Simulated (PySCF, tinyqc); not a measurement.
RHF in the sto-3g basis, for H3-, spin multiplicity 1, step by step. The basis has no diffuse functions, so it cannot describe the extra electron: this is an exercise in the method, not the real anion. The lowest restricted solution is unstable here: a spin-polarised one lies 0.1447 hartree lower (PySCF). Computed by tinyqc, a small Python program that keeps every step (integrals from PySCF). Settings: charge = -1, multiplicity = 1, basis = sto-3g, energy threshold = 1e-08, iteration cap = 53, orthogonalisation = symmetric, start = core, DIIS depth = 0, method = RHF. Command: `OMP_NUM_THREADS=1 python tinyqc.py 31678 31679 out.jsonl` (the two numbers bound the seeds that draw the settings). One thread of a shared host (Intel(R) Xeon(R) Processor @ 2.60GHz), about 0.02 s of CPU time with the checks. Later iterations appear only in the table of the cycle.

## One-electron integrals

Geometry (angstrom):
```
atom       x       y       z
H     0.0000  0.0000  0.0000
H     0.0000  0.0000  0.7780
H     0.0000  0.6740  0.3890
```

Basis sto-3g: exponents (1/bohr^2) and contraction coefficients of normalised primitives:
```
element  l (shell)  exponent  coefficient
H            s (1)    3.4253       0.1543
H            s (1)    0.6239       0.5353
H            s (1)    0.1689       0.4446
```

Overlap, kinetic and nuclear-attraction integrals over the contracted functions; the nuclear repulsion is the sum of Za Zb / Rab.

nuclear repulsion = 2.040177 hartree

overlap S:
```
        1H 1s   2H 1s   3H 1s
1H 1s  1.0000  0.6351  0.6349
2H 1s  0.6351  1.0000  0.6349
3H 1s  0.6349  0.6349  1.0000
```

kinetic energy T (hartree):
```
        1H 1s   2H 1s   3H 1s
1H 1s  0.7600  0.2149  0.2148
2H 1s  0.2149  0.7600  0.2148
3H 1s  0.2148  0.2148  0.7600
```

nuclear attraction V (hartree):
```
         1H 1s    2H 1s    3H 1s
1H 1s  -2.4872  -1.5529  -1.5525
2H 1s  -1.5529  -2.4872  -1.5525
3H 1s  -1.5525  -1.5525  -2.4870
```

core Hamiltonian H = T + V (hartree):
```
         1H 1s    2H 1s    3H 1s
1H 1s  -1.7271  -1.3379  -1.3377
2H 1s  -1.3379  -1.7271  -1.3377
3H 1s  -1.3377  -1.3377  -1.7270
```

## Two-electron integrals

Functions are numbered as in S; the eight-fold symmetry (ij|kl) = (ji|kl) = (kl|ij) leaves the list below.

Two-electron integrals (ij|kl) in chemists' order, unique and non-zero (hartree):
```
(11|11) 0.7746   (21|11) 0.4231   (21|21) 0.2731   (22|11) 0.5558
(22|21) 0.4231   (22|22) 0.7746   (31|11) 0.4230   (31|21) 0.2539
(31|22) 0.3629   (31|31) 0.2730   (32|11) 0.3629   (32|21) 0.2539
(32|22) 0.4230   (32|31) 0.2538   (32|32) 0.2730   (33|11) 0.5557
(33|21) 0.3629   (33|22) 0.5557   (33|31) 0.4230   (33|32) 0.4230
(33|33) 0.7746
```

## Orthogonalisation

S = U s U^T; symmetric (Loewdin) form X = U s^(-1/2) U^T, so that X^T S X = 1.

eigenvalues of S: 0.3649  0.3651  2.2700

X:
```
         1H 1s    2H 1s    3H 1s
1H 1s   1.3248  -0.3306  -0.3304
2H 1s  -0.3306   1.3248  -0.3304
3H 1s  -0.3304  -0.3304   1.3246
```

## Starting guess

The start is the orbitals of the core Hamiltonian; D = 2 C_occ C_occ^T.

D at the start:
```
         1H 1s    2H 1s    3H 1s
1H 1s   1.2066   1.2066  -1.5323
2H 1s   1.2066   1.2066  -1.5323
3H 1s  -1.5323  -1.5323   3.9458
```

## Iteration 1: building the Fock matrix

J_ij = sum D_kl (ij|kl), K_ij = sum D_kl (ik|jl); F = H + J - 0.5 K; E = tr D H + tr D J / 2 - 0.25 tr D K + E_nn.

Coulomb J (hartree):
```
        1H 1s   2H 1s   3H 1s
1H 1s  2.4107  1.5564  1.6159
2H 1s  1.5564  2.4107  1.6159
3H 1s  1.6159  1.6159  2.6806
```

exchange K (hartree):
```
        1H 1s   2H 1s   3H 1s
1H 1s  1.2880  1.1327  1.0154
2H 1s  1.1327  1.2880  1.0154
3H 1s  1.0154  1.0154  1.7348
```

Fock matrix F (hartree):
```
         1H 1s    2H 1s    3H 1s
1H 1s   0.0396  -0.3479  -0.2295
2H 1s  -0.3479   0.0396  -0.2295
3H 1s  -0.2295  -0.2295   0.0862
```

total energy of this density = -0.464758 hartree

## Iteration 1: diagonalisation and new density

Diagonalise F' = X^T F X, C = X C', fill 2 alpha and 2 beta electrons from the bottom; D = 2 C_occ C_occ^T. Each column has its largest component positive (the first on a tie).

F' = X^T F X (hartree):
```
         1        2        3
1   0.5387  -0.5231  -0.2887
2  -0.5231   0.5387  -0.2887
3  -0.2887  -0.2887   0.4856
```

orbital energies (hartree): MO1 -0.2205, MO2 0.7218, MO3 1.0618

coefficients C:
```
          MO1      MO2      MO3
1H 1s  0.4431  -0.6379   1.1705
2H 1s  0.4431  -0.6379  -1.1705
3H 1s  0.2586   1.3806   0.0000
```

D after iteration 1:
```
         1H 1s    2H 1s    3H 1s
1H 1s   1.2066   1.2066  -1.5323
2H 1s   1.2066   1.2066  -1.5323
3H 1s  -1.5323  -1.5323   3.9458
```

## Iteration 2: building the Fock matrix

As before.

Coulomb J (hartree):
```
        1H 1s   2H 1s   3H 1s
1H 1s  2.4107  1.5564  1.6159
2H 1s  1.5564  2.4107  1.6159
3H 1s  1.6159  1.6159  2.6806
```

exchange K (hartree):
```
        1H 1s   2H 1s   3H 1s
1H 1s  1.2880  1.1327  1.0154
2H 1s  1.1327  1.2880  1.0154
3H 1s  1.0154  1.0154  1.7348
```

Fock matrix F (hartree):
```
         1H 1s    2H 1s    3H 1s
1H 1s   0.0396  -0.3479  -0.2295
2H 1s  -0.3479   0.0396  -0.2295
3H 1s  -0.2295  -0.2295   0.0862
```

total energy of this density = -0.464758 hartree

## Iteration 2 (converged): orbitals

As before.

F' = X^T F X (hartree):
```
         1        2        3
1   0.5387  -0.5231  -0.2887
2  -0.5231   0.5387  -0.2887
3  -0.2887  -0.2887   0.4856
```

orbital energies (hartree): MO1 -0.2205, MO2 0.7218, MO3 1.0618

coefficients C:
```
          MO1      MO2      MO3
1H 1s  0.4431  -0.6379   1.1705
2H 1s  0.4431  -0.6379  -1.1705
3H 1s  0.2586   1.3806   0.0000
```

D after iteration 2:
```
         1H 1s    2H 1s    3H 1s
1H 1s   1.2066   1.2066  -1.5323
2H 1s   1.2066   1.2066  -1.5323
3H 1s  -1.5323  -1.5323   3.9458
```

## Convergence

Stop when the energy changes by less than 1e-08 hartree and every element of the error matrix X^T (F D S - S D F) X is below 3e-05.

Course of the cycle:
```
iteration  E (hartree)    change  largest element of the error matrix
1            -0.464758         -                             1.89e-12
2            -0.464758  1.78e-15                             4.39e-13
```

PySCF RHF in the same basis = -0.464758 hartree

Converged in 2 iterations.

## Populations, bond orders and dipole

Mulliken: Z minus the diagonal of D S on the atom; Loewdin: the same with S^(1/2) D S^(1/2); Mayer order: 2 sum_s sum (D(s) S)_ij (D(s) S)_ji over the two atoms.

Charges (e):
```
atom  Mulliken  Loewdin
1H           0        0
2H           0        0
3H     -1.0000  -1.0000
```

Mayer bond orders:
```
pair   order
2-1   1.0000
3-1        0
3-2        0
```

dipole moment about the origin, x y z (debye): 0.0000  -3.2374  -1.8684
